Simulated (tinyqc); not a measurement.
Superjunction drift layer against a plain one, charge balance: effect of the charge imbalance (Nn - Np)/N.

Alternating n and p pillars of equal width wp, doping N and length Lp. When depleted, the lateral field peaks at Ex = q N wp/(2 eps0 eps_r) at the pillar junctions and a uniform vertical field Ey is added; breakdown is taken where Ex^2 + Ey^2 = Ef^2. Only the n pillars conduct, narrowed by the zero-bias depletion. A first-order model: the field peaks at the pillar ends are left out.

Ec(N) = E16 (N/1e16 cm^-3)^(1/8), mu(N) = mi + (mx - mi)/(1 + (N/Nr)^0.9). Plain drift layer for BV: N solves BV = eps0 eps_r Ec(N)^2/(2 q N), W = 2 BV/Ec, Rsp = W/(q mu N). Ex = a Ef gives N = 2 eps0 eps_r a Ef/(q wp); Ey = Ef sqrt(1 - a^2); Lp = BV/Ey; xd = sqrt(eps0 eps_r Vb/(q N)) on each side; Rsp = 2 Lp/(q mu(N) N (1 - 2 xd/wp)). An imbalance dl leaves the mean net doping |dl| N/2, which tilts the vertical field by s = q |dl| N/(2 eps0 eps_r): BV(dl) = Ey Lp - s Lp^2/2, or Ey^2/(2 s) if the field reaches zero inside the pillar.

Values chosen for this exercise; values close to those of gallium nitride:
- eps_r = 9.41 (relative permittivity of the semiconductor)
- E16 = 2.94 MV/cm (critical field at a doping of 1e16 cm^-3)
- mx = 1090 cm^2/(V s) (mobility at low doping)
- mi = 60.7 cm^2/(V s) (mobility at high doping)
- Nr = 2e17 cm^-3 (reference doping of the mobility)
- BV = 1200 V (wanted breakdown voltage)
- wp = 1 um (width of each pillar)
- Ef = 2.6 MV/cm (critical field inside the pillars)
- a = 0.52 (lateral peak field as a share of Ef)
- Vb = 2.8 V (built-in voltage of the pillar junctions)

Constants: q = 1.602176634e-19 C, eps0 = 8.8541878128e-14 F/cm where lengths are in cm. Results are converted to the units shown.

The same in every row: N (cm^-3) = 1.406e17; Lp (um) = 5.403; Rsp, pillars (mohm cm^2) = 0.09177; Rsp, plain (mohm cm^2) = 0.2068.

Effect of the charge imbalance (Nn - Np)/N:

| dl (%) | BV(dl) (V) |
|---|---|
| 0 | 1200 |
| 1 | 1180 |
| 2 | 1161 |
| 4 | 1121 |
| 6 | 1082 |
| 9 | 1022 |
| 13 | 943.4 |
| 20 | 805.3 |

As dl goes from 0 to 20 %, Rsp of the pillars stays at 0.0918 mohm cm^2 and BV with the imbalance falls from 1200 to 805 V. The loss is linear in |dl| while the field reaches through the pillar; it passes 10 % at |dl| = 6.08 %.

tinyqc, about 0.01 s, one thread, Intel Xeon 2.30GHz (shared host): `OMP_NUM_THREADS=1 python tinyqc.py 2590007 2590008 out.jsonl`
